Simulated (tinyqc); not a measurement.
Chemically amplified photoresist: aerial image, acid generation, bake, development and line width: one step, computed by the program tinyqc. Command: `OMP_NUM_THREADS=1 python tinyqc.py 3021263 3021264 out.jsonl resist walk`. One thread of a shared host (Intel(R) Xeon(R) Processor @ 2.30GHz), about 0.03 s of CPU time with the checks.

Lines and spaces of pitch p with a two-beam-like image; x = 0 is the middle of the bright space. The resist is positive and treated as uniform in depth.

Problem. Space width and dose latitude. Dose E(x) = E [1 + c cos(2 pi x/p)]; acid h = 1 - exp(-C E(x)). Bake: the acid image is blurred by a Gaussian of variance sigma^2 = 2 D t (each Fourier term k of h, taken on 64 points, is multiplied by exp(-4 pi^2 k^2 D t/p^2)). The quencher then removes q, h_eff = max(h_blurred - q, 0); protection m = exp(-k_amp t h_eff). Mack rate r = r_max (a + 1)(1 - m)^n/(a + (1 - m)^n) + r_min, a = ((n + 1)/(n - 1))(1 - m_th)^n. Edge: vertical development clears the film where r t_d >= d; the space width is twice the x where r = d/t_d. Dose sensitivity = d ln(width)/d ln E from widths at 1.005 E and E/1.005; image log-slope at the edge = |d ln E/dx|, normalised by the width (NILS); latitude for 10 % of width = 10 %/sensitivity.

Inputs (values chosen for the exercise, for a model resist at 13.5 nm):
```
quantity                                         value     unit
pitch p                                             37       nm
image contrast c                                  0.55        -
mean dose E                                       5.16  mJ/cm^2
Dill parameter C                                 0.034  cm^2/mJ
quencher load q, relative to the acid generator  0.095        -
acid diffusivity D                                0.12   nm^2/s
bake time t                                         60        s
amplification rate k_amp                          0.07      1/s
threshold protection m_th                         0.64        -
development selectivity n                           20        -
largest rate r_max                                 720     nm/s
smallest rate r_min                              0.065     nm/s
resist thickness d                                  36       nm
development time t_d                                45        s
```

Give: space width; dose sensitivity; NILS; dose latitude.

Solution.

space width = 17.471 nm

dose sensitivity = 1.5478

NILS = 1.5511

dose latitude = 6.4609 %

At the same width a resist without blur would give a sensitivity 2/NILS = 1.289; the blur multiplies it by 1.20. Caution: lateral development, standing waves and the joint diffusion of acid and quencher are left out, so widths are indicative.
